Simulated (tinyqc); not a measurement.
Worked calculation: propagation of a band-gap error through k.p and effective-mass formulas. Values are carried at full precision from step to step, so a last printed digit may differ when a step is redone from the rounded ones.

Chain, for a gap E (the reference Eg or another value), with Ep and Dso kept: 1/me = 1 + Ep (E + 2 Dso/3)/(E (E + Dso)); g* = 2 - 2 Ep Dso/(3 E (E + Dso)); g1(E) = g1 + (Ep/3)(1/E - 1/Eg), g2(E) = g2 + (Ep/6)(1/E - 1/Eg), light hole 1/(g1 + 2 g2), heavy hole 1/(g1 - 2 g2) along [100]; optical constant ei(E) = 1 + (ei - 1)(EP/(EP + E - Eg))^2, static e0(E) = ei(E) + e0 - ei.

Constants: Ry = 13.60569312 eV; a0 (Bohr radius) = 0.5291772105 angstrom; kB = 8.617333262e-05 eV/K; hbar^2/2m0 = 3.80998211 eV angstrom^2.

Inputs chosen for the exercise (reference values near those of CdTe, gap at low temperature; not measured data): Eg = 1.577 eV (gap at Gamma to the s-like level); Dso = 0.9 eV (spin-orbit splitting); Ep = 18.8 eV (Kane energy); g1 = 5.3 (Luttinger gamma1); g2 = 1.7 (gamma2); e0 = 10.19 (static dielectric constant); ei = 7.07 (optical dielectric constant); EP = 5.51 eV (mean (Penn) gap); Eg2 = 0.946 eV (a wrong gap, of the size a semi-local functional can give); mh = 0.52 m0 (density-of-states mass of the holes); T = 300 K (temperature); k = 0.025 1/angstrom (wave vector).

## Masses, g factor and screening for both gaps

Evaluate the chain at Eg and at Eg2.

Band values at the two gaps:
```
quantity      at Eg   at Eg2  ratio
me          0.08713  0.05668  0.651
g*          -0.8877   -4.459      -
g1            5.300    7.951  1.500
g2            1.700    3.025  1.780
light hole   0.1149  0.07142  0.621
heavy hole   0.5263   0.5263  1.000
ei            7.070    8.742  1.236
e0            10.19    11.86  1.164
```

The gap is off by a factor of 0.60; the electron mass follows with 0.65 and the light hole with 0.62, while the heavy hole, which does not couple to the conduction level, keeps its value. The optical constant changes less, by +24 %, as it answers to the mean gap, which shifts by the same -0.63 eV on a base of 5.51 eV. g* moves by -3.57; remote bands, left out here, shift it by tenths or, where it is large, by some per cent.

## Binding energies and densities for both gaps

Donor: R = Ry me/e0^2, a_B = a0 e0/me, Mott density (0.26/a_B)^3. Nc, Nv = 2 (m kT/(4 pi c))^(3/2), c = hbar^2/2m0, ni = sqrt(Nc Nv) exp(-E/2kT). Exciton: Ry mu/e0^2 with 1/mu = 1/me + g1(E). 1 angstrom^-3 = 1e24 cm^-3.

Use the values of the table.

Results:
```
quantity                  at Eg     at Eg2     ratio
R (meV)                   11.42      5.481     0.480
a_B (angstrom)            61.89      110.7      1.79
Mott density (cm^-3)  7.414e+16  1.294e+16     0.175
Nc (cm^-3)            6.454e+17  3.386e+17     0.525
ni (cm^-3)            1.398e+05  2.021e+10  1.45e+05
exciton (meV)             7.810      3.778     0.484
```

Power laws carry the error on: the donor energy (me/e0^2) by a factor of 0.480, the Mott density (cube of me/e0) by 0.175. ni, with its exponential, changes by a factor of 1.45e+05, that is 5.2 decades.

## A scissor shift and what it does not mend

A rigid shift D = Eg - Eg2 of the conduction band restores the gap but leaves the curvature, so the mass stays me(Eg2); redoing the sum 1/m = 1 + Ep (E + 2 Dso/3)/(E (E + Dso)) with E = Eg and the same Ep gives another mass. For optics, eps2 at the edge goes as |p|^2/E^2: a rigid shift keeps the dipole elements p/E, while shifting the energies under unchanged p scales eps2 by (Eg2/Eg)^2.

shift D = 0.631 eV
mass under a rigid shift = 0.0567 m0
mass from the sum with the corrected gap = 0.0871 m0
factor on eps2 if p is left unscaled = 0.360

The rigid shift leaves the mass off by a factor of 0.65. The mass from the corrected gap is the reference me(Eg) here, because the exercise keeps Ep fixed; a real correction of the gap depends on k and changes Ep as well.

## Far from the edge the relative error shrinks

Two-level dispersion E(k) = sqrt(E^2/4 + Ep c k^2) - E/2 at k/4, k, 4k for both gaps, c = hbar^2/2m0.

Energies above the edge:
```
k (1/angstrom)  at Eg (eV)  at Eg2 (eV)  ratio
0.00625             0.0018       0.0029  1.664
0.02500             0.0279       0.0452  1.619
0.10000             0.3682       0.4965  1.348
```

The ratio tends to Eg/Eg2 = 1.67 at k = 0 and goes from 1.664 to 1.348: at large k both curves approach the same slope sqrt(Ep c), while their distance in eV grows towards |Eg - Eg2|/2.

## Checks

- Chain at E = Eg against the inputs g1, g2, ei, e0: they agree to 1e-10 or better.

tinyqc: `OMP_NUM_THREADS=1 python tinyqc.py 1850757 1850758 out.jsonl`; about 0.01 s, one thread, shared Intel(R) Xeon(R) Processor @ 2.30GHz.
